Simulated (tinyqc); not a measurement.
# Square on-chip spiral inductor, lumped pi model: what changes with what

Outer diameter do = di + 2 n wd + 2 (n - 1) sp, mean da = (do + di)/2, fill p = (do - di)/(do + di), length l = 4 n da. L = 2.34 mu0 n^2 da/(1 + 2.75 p), mu0 = 4 pi 1e-7 H/m. Rs = rho l/(wd delta (1 - exp(-th/delta))), delta = sqrt(rho/(pi f mu0)). Cs = n wd^2 eps0 eo/hu across the coil. At each end Cox = l wd eps0 eo/(2 ho) leads to the substrate branch Rsi = 2 rs he/(l wd) in parallel with Csi = l wd eps0 11.7/(2 he). With one end grounded Y = 1/(Rs + i w L) + i w Cs + 1/[1/(i w Cox) + 1/(1/Rsi + i w Csi)], w = 2 pi f; Q = -Im Y/Re Y. Eddy currents in neighbouring turns and in the substrate are left out.

Parameters, values chosen for the exercise; values of the order met in silicon radio-frequency processes:
- n = 4.5 (number of turns)
- wd = 8 um (line width)
- sp = 1.5 um (space between turns)
- di = 40 um (inner diameter)
- th = 2 um (metal thickness)
- rho = 2.2 uohm cm (metal resistivity)
- ho = 4.8 um (oxide below the coil)
- hu = 0.9 um (oxide between coil and underpass)
- eo = 4.1 (relative permittivity of the oxide)
- rs = 100 ohm cm (substrate resistivity)
- he = 80 um (effective spreading depth in the substrate)
- f = 11 GHz (frequency)

Constants: eps0 = 8.8541878128e-12 F/m. Results are converted to the units shown.

Each table varies one quantity; the others keep the values above.

## Quality factor against frequency

Apparent inductance Im(1/Y)/w; share of the loss Re(substrate branch)/Re Y.

Results:
```
f (GHz),Rs (ohm),w L/Rs,Q,apparent inductance (nH),loss in the substrate (%)
0.44,2.629,2.124,2.121,2.019,0.06121
0.72,2.820,3.240,3.231,2.020,0.1572
1.2,3.086,4.932,4.901,2.023,0.4010
3.1,3.871,10.16,9.807,2.047,2.095
5.1,4.514,14.33,13.14,2.097,4.724
8.4,5.401,19.73,15.93,2.246,10.10
14,6.654,26.69,15.27,2.808,20.19
22,8.144,34.27,6.843,6.561,33.79
```

Estimate the missing row, f = 1.9 GHz.

Computed row:
```
f (GHz),Rs (ohm),w L/Rs,Q,apparent inductance (nH),loss in the substrate (%)
1.9,3.409,7.071,6.969,2.029,0.9058
```

With this row back in the table: Q goes from 2.12 through a maximum of 15.9 (at f = 8.4 GHz among the rows listed) to 6.84; the exact peak is 16.4 at 10.5 GHz and Q reaches zero at the self-resonance, 26.3 GHz. The share of the substrate rises from 0.0612 to 33.8 %, and the apparent inductance ends at 3.25 times L. At the peak the substrate takes 13.8 % of the loss. For f = 22 the coil is longer than 0.15 of a wavelength in the oxide, where one lumped section is rough.

## Effect of the line width

Same model as above.

Peak Q and its frequency from a search over f; self-resonance where Im Y = 0; Q at the given f (negative beyond resonance).

Effect of the line width:
```
wd (um),L (nH),do (um),peak Q,f of the peak (GHz),self-resonance (GHz),Q at f
2,1.876,68.50,12.05,36.36,86.41,7.865
4,1.873,86.50,14.87,20.47,49.92,12.68
6,1.931,104.5,15.95,14.01,34.75,15.47
9,2.070,131.5,16.41,9.224,23.37,16.05
13,2.297,167.5,16.17,6.063,15.81,10.89
18,2.611,212.5,15.40,4.034,10.91,-0.2990
25,3.077,275.5,14.14,2.579,7.336,-14.44
```

Read the table: what changes, and by how much?

As wd goes from 2 to 25, L goes from 1.88 through a minimum of 1.87 (at wd = 4 among the rows listed) to 3.08 nH, the peak Q goes from 12.1 through a maximum of 16.4 (at wd = 9 among the rows listed) to 14.1, its frequency falls from 36.4 to 2.58 GHz and the self-resonance falls from 86.4 to 7.34 GHz.

tinyqc, about 0.01 s, one thread, Intel Xeon 2.30GHz (shared host): `OMP_NUM_THREADS=1 python tinyqc.py 2302109 2302110 out.jsonl`
